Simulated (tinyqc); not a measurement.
Penn model of the dielectric constant and Phillips ionicity: one step. Penn gap from the dielectric constant. Three cases, with inputs chosen for the exercise.

Problem. Start with S = 1 and repeat Eg = Ep sqrt(S/(ei - 1)) until Eg changes by less than 1e-6 eV.

n = 32/a^3; Ep^2 = 8 pi c e2 n with c = hbar^2/2m0, e2 = e^2/(4 pi eps0); EF = c (3 pi^2 n)^(2/3); eps = 1 + (Ep/Eg)^2 S with S = 1 - Eg/(4 EF) + (Eg/(4 EF))^2/3, Eg the Penn gap. Core d shells are left out.

Case 1.

Values chosen (out of a larger set: near those of Si; not measured data): ei = 12.35 (high-frequency dielectric constant).

Ep = 16.56432 eV
EF = 12.42869 eV

Case 2.

Values chosen (out of a larger set: near those of BN; not measured data): ei = 4.58 (high-frequency dielectric constant).

Ep = 30.62467 eV
EF = 28.20260 eV

Case 3.

Values chosen (out of a larger set: near those of GaN; not measured data): ei = 5.21 (high-frequency dielectric constant).

Ep = 21.90231 eV
EF = 18.03767 eV

Give: Iterations; Penn gap Eg.

Solution.

Case 1.

Iterations:

| step | Eg in (eV) | S | Eg out (eV) |
|---|---|---|---|
| 1 | 4.9167 | 0.9044 | 4.6757 |
| 2 | 4.6757 | 0.9089 | 4.6874 |
| 3 | 4.6874 | 0.9087 | 4.6868 |
| 4 | 4.6868 | 0.9087 | 4.6869 |
| 5 | 4.6869 | 0.9087 | 4.6869 |
| 6 | 4.6869 | 0.9087 | 4.6869 |

Penn gap Eg = 4.687 eV

The factor S lowers the gap by 0.230 eV from the first estimate. The Penn gap is a mean bonding-antibonding separation, near the main peak of eps2, not the smallest gap.

Case 2.

Iterations:

| step | Eg in (eV) | S | Eg out (eV) |
|---|---|---|---|
| 1 | 16.1856 | 0.8634 | 15.0395 |
| 2 | 15.0395 | 0.8726 | 15.1196 |
| 3 | 15.1196 | 0.8720 | 15.1140 |
| 4 | 15.1140 | 0.8720 | 15.1144 |
| 5 | 15.1144 | 0.8720 | 15.1143 |
| 6 | 15.1143 | 0.8720 | 15.1143 |
| 7 | 15.1143 | 0.8720 | 15.1143 |

Penn gap Eg = 15.114 eV

The factor S lowers the gap by 1.071 eV from the first estimate. The Penn gap is a mean bonding-antibonding separation, near the main peak of eps2, not the smallest gap.

Case 3.

Iterations:

| step | Eg in (eV) | S | Eg out (eV) |
|---|---|---|---|
| 1 | 10.6745 | 0.8593 | 9.8954 |
| 2 | 9.8954 | 0.8691 | 9.9515 |
| 3 | 9.9515 | 0.8684 | 9.9475 |
| 4 | 9.9475 | 0.8685 | 9.9478 |
| 5 | 9.9478 | 0.8685 | 9.9477 |
| 6 | 9.9477 | 0.8685 | 9.9477 |
| 7 | 9.9477 | 0.8685 | 9.9477 |

Penn gap Eg = 9.948 eV

The factor S lowers the gap by 0.727 eV from the first estimate. The Penn gap is a mean bonding-antibonding separation, near the main peak of eps2, not the smallest gap.

Computed by tinyqc, one run a case: `OMP_NUM_THREADS=1 python tinyqc.py N N+1 out.jsonl` with N = 1680860, 1681004, 1681137; one thread of a shared Intel(R) Xeon(R) Processor @ 2.30GHz, about 0.01 s a run at most.
